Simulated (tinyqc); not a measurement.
Rise against time: self-heating of a transistor with one or more fingers, with temperature-dependent conductivity. Computed by tinyqc, a small Python program. Command: `OMP_NUM_THREADS=1 python tinyqc.py 3016020 3016021 out.jsonl selfheat walk`. One thread of a shared host (Intel(R) Xeon(R) Processor @ 2.30GHz), about 0.07 s of CPU time with the checks.

N long parallel fingers lie on the top face of a slab whose bottom is held at T_0; the top is otherwise insulated, and heat flows in two dimensions. P in W/mm is 1000 P in W/m.

Inputs (values chosen for the exercise, modelled on indium phosphide):
```
quantity                                      value           unit
conductivity at the base temperature kappa_0   63.7        W/(m K)
power per gate width P                          2.2           W/mm
fingers N                                         4              -
finger pitch s                                  8.7     micrometre
width of the heat source w                     0.19     micrometre
substrate thickness t                            60     micrometre
phonon free path Lambda                          96             nm
heat capacity C                                1.49  1e6 J/(m^3 K)
pulse length                                   0.23    microsecond
```

Power: fixed power.

Method:
- A line source of power P on the top face raises the top at distance x by (P/(pi kappa_0)) g(x), g(x) = -ln tanh(pi x/(4 t)) (the image sum for the slab). On a strip of width w the centre sees the mean of g over the strip, g_0 = 1 + ln(8 t/(pi w)) for w much below t.
- theta_i = (P/(pi kappa_0)) [g_0 + sum over j != i of g(|i - j| s)], with equal powers and constant conductivity; thermal resistance = largest theta/P.
- After switching on, theta(tau) = (P D/kappa_0) int_0^tau X(u) Z(u) du at the hottest finger, D = kappa_0/C; X = sum over fingers at distance x of [erf((x + w/2)/r) - erf((x - w/2)/r)]/(2 w), Z = sum_(j=-200..200) (-1)^j exp(-(2 j t/r)^2)/sqrt(pi D u), r = 2 sqrt(D u); trapezoid rule on 300 points evenly spaced in ln u from u_0 = 1e-3 min(tau, w^2/D) to tau, plus the exact piece 2 sqrt(u_0/(pi D))/w below u_0. Conductivity and power are held at their base values here, and Fourier's law is used even where the diffusion length is near a phonon free path.

diffusivity D = 42.7517 micrometre^2/microsecond

theta of each finger (K): 137.144  148.852  148.852  137.144

largest theta = 148.852 K

Heating curve:
```
time (microsecond)  sqrt(D time) (micrometre)  rise (K)  share of the steady rise
8.40e-05                             0.059926    11.428                   0.07677
8.40e-04                              0.18950    23.146                    0.1555
0.0084                                0.59926      35.7                    0.2398
0.084                                  1.8950    48.356                    0.3249
0.84                                   5.9926    67.044                    0.4504
4.2                                    13.400    93.039                     0.625
17                                     26.959    121.35                    0.8152
51                                     46.694    141.54                    0.9509
130                                    74.550    148.34                    0.9966
```

What follows from these numbers?

Half the steady rise is reached between 0.84 and 4.2 microseconds, and the last row holds 99.7 % of it; the slowest time constant is 4 t^2/(pi^2 D) = 34.1 microseconds. While the diffusion length lies between w and the pitch or thickness, the rise grows as the logarithm of time; once it nears the pitch of 8.7 micrometre the neighbours add their heat. Caution: the source is narrower than two phonon free paths, so the Fourier result understates the rise at the source.

Extremes, crossings and ranges named in words are read from the listed rows.
